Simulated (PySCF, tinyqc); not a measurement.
MP2 on RHF in the sto-6g basis, for H4, spin multiplicity 1, step by step. The lowest restricted solution is unstable here: a spin-polarised one lies 0.0922 hartree lower (PySCF). One step of it, computed by the program tinyqc.

Question. Integrals over molecular orbitals. (pq|rs) = sum C_ip C_jq C_kr C_ls (ij|kl), one index at a time.

coefficients C:
```
            MO1        MO2        MO3        MO4
1H 1s  0.334748   0.575281   0.598048   0.891464
2H 1s  0.334748   0.575281  -0.598048  -0.891464
3H 1s  0.334748  -0.575281   0.598048  -0.891464
4H 1s  0.334748  -0.575281  -0.598048   0.891464
```

core Hamiltonian H = T + V (hartree), lower triangle:
```
           1H 1s      2H 1s      3H 1s      4H 1s
1H 1s  -1.831697
2H 1s  -1.111053  -1.831697
3H 1s  -1.051369  -0.665720  -1.831697
4H 1s  -0.665720  -1.051369  -1.111053  -1.831697
```

Two-electron integrals (ij|kl) in chemists' order, unique and non-zero (hartree):
```
(11|11) 0.774999   (21|11) 0.306706   (21|21) 0.155462   (22|11) 0.476081
(22|21) 0.306706   (22|22) 0.774999   (31|11) 0.284862   (31|21) 0.120188
(31|22) 0.197773   (31|31) 0.136508   (32|11) 0.141442   (32|21) 0.073472
(32|22) 0.147938   (32|31) 0.069472   (32|32) 0.042616   (33|11) 0.460493
(33|21) 0.205783   (33|22) 0.354747   (33|31) 0.284862   (33|32) 0.147938
(33|33) 0.774999   (41|11) 0.147938   (41|21) 0.073472   (41|22) 0.141442
(41|31) 0.069472   (41|32) 0.042160   (41|33) 0.141442   (41|41) 0.042616
(42|11) 0.197773   (42|21) 0.120188   (42|22) 0.284862   (42|31) 0.095510
(42|32) 0.069472   (42|33) 0.197773   (42|41) 0.069472   (42|42) 0.136508
(43|11) 0.205783   (43|21) 0.105066   (43|22) 0.205783   (43|31) 0.120188
(43|32) 0.073472   (43|33) 0.306706   (43|41) 0.073472   (43|42) 0.120188
(43|43) 0.155462   (44|11) 0.354747   (44|21) 0.205783   (44|22) 0.460493
(44|31) 0.197773   (44|32) 0.141442   (44|33) 0.476081   (44|41) 0.147938
(44|42) 0.284862   (44|43) 0.306706   (44|44) 0.774999
```

Give: one-electron integrals over orbitals h = C^T H C; Two-electron integrals over orbitals.

Answer.

one-electron integrals over orbitals h = C^T H C (hartree), lower triangle:
```
         1        2        3        4
1  -2.0887
2   0.0000  -1.6225
3   0.0000   0.0000  -1.5827
4   0.0000   0.0000   0.0000  -1.0649
```

Two-electron integrals over orbitals (pq|rs), unique and non-zero (hartree):
```
(11|11) 0.5256   (21|21) 0.1395   (22|11) 0.5115   (22|22) 0.5211
(31|31) 0.1339   (32|32) 0.0796   (33|11) 0.5102   (33|22) 0.4994
(33|33) 0.5191   (41|32) 0.0790   (41|41) 0.0784   (42|31) 0.1325
(42|42) 0.1455   (43|21) 0.1376   (43|43) 0.1511   (44|11) 0.5154
(44|22) 0.5228   (44|33) 0.5225   (44|44) 0.5455
```
